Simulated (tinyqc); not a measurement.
Inside a calculation. Method: empirical pseudopotential in a few plane waves. One step of it, computed by the program tinyqc.

Problem. Bloch Hamiltonian at G. Basis: the 15 shortest G (labels in 2 pi/a), the same at every k. H(G,G') = c |k + G|^2 delta + VS(|G-G'|^2) cos((G-G').tau) + i VA sin((G-G').tau), tau = a/8 (1,1,1); 1 Ry = 13.605693 eV.

Parameters chosen for this model: fcc lattice, atoms at +/- a/8 (1,1,1); form factors in rydberg at |G|^2 in units of (2 pi/a)^2:
```
parameter                 value      unit
a                      6.500000  angstrom
VS(3)                 -0.191000        Ry
VS(8)                 -0.001000        Ry
VS(11)                 0.040000        Ry
VA(3)                         0        Ry
VA(4)                         0        Ry
VA(11)                        0        Ry
hbar^2/2m (2 pi/a)^2   3.560049        eV
```

k point G (2 pi / a): 0  0  0

Give: H(k) at G.

Solution.

H(k) at G (eV), lower triangle:
```
        +0+0+0  -1-1-1  -1-1+1  -1+1-1  -1+1+1  +1-1-1  +1-1+1  +1+1-1
+0+0+0   0.000
-1-1-1   1.838  10.680
-1-1+1  -1.838   0.000  10.680
-1+1-1  -1.838   0.000  -0.014  10.680
-1+1+1  -1.838   0.014   0.000   0.000  10.680
+1-1-1  -1.838   0.000  -0.014  -0.014   0.000  10.680
+1-1+1  -1.838   0.014   0.000   0.000  -0.014   0.000  10.680
+1+1-1  -1.838   0.014   0.000   0.000  -0.014   0.000  -0.014  10.680
+1+1+1   1.838   0.000   0.014   0.014   0.000   0.014   0.000   0.000
-2+0+0   0.000  -1.838  -1.838  -1.838   1.838   0.385  -0.385  -0.385
+0-2+0   0.000  -1.838  -1.838   0.385  -0.385  -1.838   1.838  -0.385
+0+0-2   0.000  -1.838   0.385  -1.838  -0.385  -1.838  -0.385   1.838
+0+0+2   0.000  -0.385   1.838  -0.385  -1.838  -0.385  -1.838   0.385
+0+2+0   0.000  -0.385  -0.385   1.838  -1.838  -0.385   0.385  -1.838
+2+0+0   0.000  -0.385  -0.385  -0.385   0.385   1.838  -1.838  -1.838

        +1+1+1  -2+0+0  +0-2+0  +0+0-2  +0+0+2  +0+2+0  +2+0+0
+1+1+1  10.680
-2+0+0  -0.385  14.240
+0-2+0  -0.385  -0.014  14.240
+0+0-2  -0.385  -0.014  -0.014  14.240
+0+0+2  -1.838   0.014   0.014   0.000  14.240
+0+2+0  -1.838   0.014   0.000   0.014  -0.014  14.240
+2+0+0  -1.838   0.000   0.014   0.014  -0.014  -0.014  14.240
```
